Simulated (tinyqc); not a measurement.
# Anneal temperature at a frozen profile

Model: sheet resistance of a shallow doped layer with concentration-dependent mobility and limited activation. Computed by tinyqc, a small Python program. Command: `OMP_NUM_THREADS=1 python tinyqc.py 3029851 3029852 out.jsonl irvin sweep`. One thread of a shared host (Intel(R) Xeon(R) Processor @ 2.30GHz), about 0.03 s of CPU time with the checks.

A layer of one dopant lies in a background of the opposite type. Current flows parallel to the surface down to the junction; depletion is ignored.

Inputs (values chosen for the exercise, modelled on antimony in silicon):
```
quantity                         value        unit
surface concentration C_s      1.2e+20      1/cm^3
length l                           6.8          nm
background C_B                 1.5e+18      1/cm^3
mobility floor mu_min             61.4  cm^2/(V s)
mobility mu_max                   1390  cm^2/(V s)
reference density N_r          9.9e+16      1/cm^3
exponent alpha                   0.714           -
prefactor of the active limit  4.4e+21      1/cm^3
energy of the active limit       0.569          eV
```

Profile: Gaussian.

Constants: k_B = 8.617333262e-05 eV/K; e = 1.602176634e-19 C.

Method:
- C(x) = C_s exp(-x^2/(2 l^2)).
- Temperatures in kelvin are T(C) + 273.15.
- Active limit C_a = prefactor x exp(-energy/(k_B T)); the junction lies where C = C_B, and the profile exceeds C_a down to x_a (zero if C_s is below C_a). Slope at the junction in nm per decade = ln(10) C/|dC/dx|.
- Active density N = min(C, C_a); carriers n = N - C_B; mobility mu = mu_min + (mu_max - mu_min)/(1 + ((N + C_B)/N_r)^alpha).
- Integrals from 0 to x_j, where C = C_B (Gauss-Legendre, 60 points on each smooth piece; 1 nm = 1e-7 cm): dose int C dx, carriers int n dx, mean mobility int n mu dx/int n dx, R_s = 1/(e int n mu dx).

One run for each value:
```
anneal temperature T (C)  sheet resistance R_s (ohm/square)  carriers per dopant atom  active limit C_a (1/cm^3)
800                                                  4292.4                   0.13228                 9.3603e+18
850                                                  3446.5                   0.17545                 1.2310e+19
950                                                  2408.7                   0.27716                 1.9906e+19
1000                                                 2072.8                   0.33474                 2.4607e+19
1050                                                 1810.6                   0.39593                 2.9935e+19
1100                                                 1602.5                   0.45994                 3.5900e+19
1150                                                 1435.0                   0.52587                 4.2507e+19
```

Give the missing row, anneal temperature T (C) = 900.

Computed row:
```
anneal temperature T (C)  sheet resistance R_s (ohm/square)  carriers per dopant atom  active limit C_a (1/cm^3)
900                                                  2849.5                   0.22388                 1.5815e+19
```

Interpolating between the two neighbouring rows (linearly) misses most in sheet resistance R_s (ohm/square), by 2.7 %. Over the rows, sheet resistance R_s (ohm/square) falls from 4290 to 1440; carriers per dopant atom rises from 0.132 to 0.526; active limit C_a (1/cm^3) rises from 9.36e18 to 4.25e19. A hotter anneal raises the active limit, which stays below C_s in every row. Left out: 650, 700 (the active limit is under five times the background).
